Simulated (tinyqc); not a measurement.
## Avrami exponent and activation energy from three anneals

Question. Isothermal crystallisation follows X = 1 - exp(-(k t)^n) with k proportional to exp(-Ec q/(kB T)). Find n, k at both temperatures and Ec.

Constants: q = 1.602176634e-19 C, kB = 1.380649e-23 J/K. Results are converted to the units shown.

X at (398 K, 460 s), (398 K, 920 s) and (418 K, 42 s): [0.11843185, 0.86692567, 0.34080662]

Answer. -ln(1 - X) = (k t)^n: the two times give n, and the two rates give Ec.

n = 4.000
k at 398 K = 0.001295 1/s
k at 418 K = 0.01913 1/s
Ec = 1.930 eV

Computed by the program tinyqc: `OMP_NUM_THREADS=1 python tinyqc.py 2490127 2490128 out.jsonl`, one thread of a shared Intel Xeon 2.30GHz, about 0.02 s for the whole run.
